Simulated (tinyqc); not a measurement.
Depletion-mode phase shifter in a rib waveguide and its Mach-Zehnder modulator: one step of the calculation.

A lateral p-n junction at x0 in a waveguide whose mode intensity is a Gaussian of rms width s about x = 0; p side at smaller x. Reverse bias removes carriers and raises the index. Abrupt junction, doping uniform over the whole mode, lumped electrode (no travelling-wave effects).

Task. Mach-Zehnder modulator. One arm driven from 0 to V: phase 2 pi dneff L/lam; biased at quadrature the output swings between [1 -+ sin(phase/2)]/2; extinction ratio in dB; insertion loss = loss x L.

Values chosen for this exercise:
- lam = 1550 nm (wavelength)
- L = 5 mm (length of the phase shifter)

dneff = 1.6027205e-4
loss = 18.692947 dB/cm

Find: phase; extinction ratio; insertion loss.

Result.

phase = 1.0340 pi
extinction ratio = 31.463 dB
insertion loss = 9.3465 dB

Computed by the program tinyqc: `OMP_NUM_THREADS=1 python tinyqc.py 2650006 2650007 out.jsonl`, one thread of a shared Intel Xeon 2.30GHz, about 0.01 s for the whole run.
